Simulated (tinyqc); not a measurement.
Exact and approximate surface terms: size effects in the resistivity of thin metal films and interconnect lines. Computed by tinyqc, a small Python program. Command: `OMP_NUM_THREADS=1 python tinyqc.py 3013973 3013974 out.jsonl size walk`. One thread of a shared host (Intel(R) Xeon(R) Processor @ 2.30GHz), about 0.01 s of CPU time with the checks.

Electrons lose their drift at surfaces (a share 1 - p of the hits) and at grain boundaries (reflection R), besides bulk scattering.

Inputs (values chosen for the exercise, modelled on platinum): bulk mean free path lambda = 7.65 nm; specularity p = 0.42.

Geometry: film.

Method. Fuchs-Sondheimer film: rho_b/rho = 1 - (3/(2 kappa))(1 - p) int_0^1 (s - s^3)(1 - exp(-kappa/s))/(1 - p exp(-kappa/s)) ds, f = rho/rho_b, kappa = thickness/lambda, 80 Gauss-Legendre points. Thick-film form 1 + 3 (1 - p)/(8 kappa); thin-film form (4/3)((1 - p)/(1 + p))/(kappa ln(1/kappa)).

Rho/rho_b:
```
kappa      h (nm)   exact  thick-film form  thin-film form
0.01   7.6500e-02  13.709         22.75000          11.826
0.02   1.5300e-01   8.249         11.87500           6.961
0.05   3.8250e-01   4.455          5.35000           3.636
0.1    7.6500e-01   2.956          3.17500           2.365
0.2    1.5300e+00   2.087          2.08750           1.692
0.5    3.8250e+00   1.477          1.43500               -
1      7.6500e+00   1.243          1.21750               -
2      1.5300e+01   1.119          1.10875               -
5      3.8250e+01   1.045          1.04350               -
10     7.6500e+01   1.022          1.02175               -
```

What does the comparison show, and why?

The thick-film form is within 5 % down to kappa = 0.2; at kappa = 0.01 it is 1.66 times the exact value and the thin-film form 0.86 times. The resistivity doubles between 1.53 and 3.83 nm. Rows thinner than about 5 nm only illustrate the formulas.

Extremes, crossings and ranges named in words are read from the listed rows.
